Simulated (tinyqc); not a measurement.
# Ion implantation: universal nuclear stopping, Lindhard-Scharff electronic stopping and a Gaussian range profile, step by step

A worked calculation. Computed by tinyqc, a small Python program that keeps every step. Command: `OMP_NUM_THREADS=1 python tinyqc.py 3002089 3002090 out.jsonl implant walk`. One thread of a shared host (Intel(R) Xeon(R) Processor @ 2.30GHz), about 0.08 s of CPU time with the checks. Intermediate numbers are printed to about 7 digits and carried at full precision; extremes and crossings named in words are read from the listed rows.

An ion slows by elastic collisions with screened nuclei and by friction with electrons; channelling is ignored and the target is uniform.

Inputs (values chosen for the exercise, modelled on silicon ions in aluminium): ion atomic number Z1 = 14; ion mass M1 = 28 u; target atomic number Z2 = 13; target mass M2 = 26.98 u; target density N = 60.2 1/nm^3; ion energy E = 58 keV; scale factor of electronic stopping k = 0.91; dose Q = 6.1e+12 1/cm^2; background C_B = 2.2e+15 1/cm^3; displacement energy E_d = 25 eV; anneal budget D t = 1.4e-14 cm^2.

Follow-up: anneal.

## Stopping at the entry energy

Reduced energy eps = 32.53 M2 E/(Z1 Z2 (M1 + M2)(Z1^0.23 + Z2^0.23)), E in keV; s_n = ln(1 + 1.1383 eps)/(2 (eps + 0.01321 eps^0.21226 + 0.19593 eps^0.5)) for eps up to 30 and ln(eps)/(2 eps) above; S_n = 8.462 Z1 Z2 M1 s_n/((M1 + M2)(Z1^0.23 + Z2^0.23)) in 1e-15 eV cm^2. S_e = k 3.83 Z1^(7/6) Z2/(Z1^(2/3) + Z2^(2/3))^(3/2) sqrt(E/M1) in 1e-15 eV cm^2, E in keV. dE/dx = N (S_n + S_e); 1e-15 eV cm^2 = 0.1 eV nm^2.

reduced energy eps = 1.398054

s_n = 0.2896155

S_n = 62.42600 x 1e-15 eV cm^2

S_e = 37.12688 x 1e-15 eV cm^2

energy loss dE/dx = 599.3083 eV/nm

Nuclear stopping carries 63 % of the loss at entry.

## Range and straggle

Path length R = int_0^E dE'/(N (S_n + S_e)); energy lost to nuclei nu = int_0^E S_n/(S_n + S_e) dE' (both with E' = E y^3 and 64 Gauss-Legendre points in y). Estimates of Lindhard type: R_p = R/(1 + M2/(3 M1)), straggle dR_p = (2/3) R_p sqrt(M1 M2)/(M1 + M2).

path length R = 106.3371 nm

projected range R_p = 80.48585 nm

straggle dR_p = 26.82400 nm

energy lost to nuclei nu = 43.12480 keV

74 % of the energy goes to nuclei over the whole path.

## Gaussian profile

C(x) = C_p exp(-(x - R_p)^2/(2 dR_p^2)) with C_p = Q/(sqrt(2 pi) dR_p), 1 nm = 1e-7 cm; the profile falls to the background at x_j = R_p + dR_p sqrt(2 ln(C_p/C_B)); the peak atomic fraction is C_p/N.

peak concentration C_p = 9.072278e+17 1/cm^3

Depth x_j where C falls to C_B = 173.5766 nm

peak atomic fraction = 1.507023e-05

## Damage

Kinchin-Pease count with efficiency 0.8: N_d = 0.8 nu/(2 E_d), taking all of nu as damage energy (an upper estimate, as recoils also lose energy to electrons). Spread over a depth R_p + dR_p, displacements per atom = Q N_d/(N (R_p + dR_p)).

displacements per ion N_d = 689.9969

displacements per atom = 0.006515397

One displacement per atom would need a dose of 9.4e14 per cm^2 if no defects annealed.

## Anneal

Far from the surface a Gaussian stays Gaussian: sigma^2 = dR_p^2 + 2 D t; peak Q/(sqrt(2 pi) sigma); x_j = R_p + sigma sqrt(2 ln(peak/C_B)).

width sigma = 26.87614 nm

peak after the anneal = 9.054678e+17 1/cm^3

x_j after the anneal = 173.7425 nm

x_j moves by 0.166 nm.

## Nuclear against electronic stopping over energy

The formulas are those given above.

Stopping (1e-15 eV cm^2) and range:
```
E (keV)           eps       S_n       S_e    R (nm)       nu/E
1        2.410438e-02  48.20766    4.8750    5.7758  0.9164999
2        4.820875e-02  58.65053    6.8943    8.5540  0.9088504
5        1.205219e-01  70.34230   10.9008   15.2440  0.8912191
10       2.410438e-01  75.30405   15.4161   24.8254  0.8692008
20       4.820875e-01  74.90169   21.8017   42.4323  0.8351855
50       1.205219e+00  64.90905   34.4714   92.9770  0.7601069
100      2.410438e+00  52.10393   48.7500  176.0222  0.6700720
200      4.820875e+00  38.24370   68.9429  336.1741  0.5490754
500      1.205219e+01  22.72238  109.0083  755.0369  0.3668072
```

Nuclear stopping peaks near 10 keV among these rows (eps = 0.24; the universal curve peaks near 0.3). Electronic stopping overtakes it between 100 and 200 keV. The path length grows as E^0.57 at the low end and E^0.88 at the high end; constant stopping would give E^1, and stopping that rises with E, be it nuclear (below its peak) or electronic, gives a lower exponent.

Checks made by the program: range against adaptive quadrature (relative difference 3e-06).
